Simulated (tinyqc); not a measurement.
## A tight-binding chain with uneven site energies, recursive Green functions: the device repeated

The device has N = 5 slices of 1 site(s), nearest-neighbour hopping -t, and site energies U; the leads are semi-infinite continuations with site energy 0. V = <i+1|H|i> = -t 1.

Sigma = t^2 g(E), g(x) = (x - i sqrt(4 t^2 - x^2))/(2 t^2) for |x| < 2 t and (x - sign(x) sqrt(x^2 - 4 t^2))/(2 t^2) otherwise; Gamma = i (Sigma - Sigma^dagger); both leads give the same. Forward pass: g_1 = (E - H_1 - Sigma)^(-1), g_i = (E - H_i - V g_(i-1) V^dagger)^(-1), with Sigma also subtracted on the last slice; G_(i,1) = g_i V G_(i-1,1), starting from g_1. H_i is the block of slice i, its site energy. T(E) = Tr[Gamma G_(N,1) Gamma G_(N,1)^dagger]. The list U is repeated k times, so the device has k N slices.

Inputs (values chosen for the exercise): hopping (matrix element -t) t = 1 eV; site energies, slice by slice U = [-0.12, 1.79, 0.13, -0.32, 0.73] eV; energy E = 0.76 eV.

Result of one run:
```
k       T(E)  ln T(E)
6  8.9996e-5  -9.3157
```

What becomes of these results when the number of repeats k is changed from 6 to 5, all else the same?

Result of the changed run:
```
k       T(E)  ln T(E)
5  5.2087e-4  -7.5600
```

The whole series:
```
k        T(E)   ln T(E)
1     0.46087  -0.77464
2    0.096960   -2.3335
3    0.017333   -4.0551
4   0.0030121   -5.8051
5   5.2087e-4   -7.5600
6   8.9996e-5   -9.3157
8   2.6858e-6   -12.828
10  8.0150e-8   -16.339
12  2.3919e-9   -19.851
```

T(E) falls from 0.461 to 2.39e-9; over the last rows ln T(E) drops by a steady 1.76 a repeat: the energy lies in a gap of the periodic structure that the repeats form, with a decay length of 5.70 slices for the amplitude.

Numbers from tinyqc (`OMP_NUM_THREADS=1 python tinyqc.py 2660029 2660030 out.jsonl`; about 0.01 s on one thread of a shared Intel Xeon 2.30GHz).
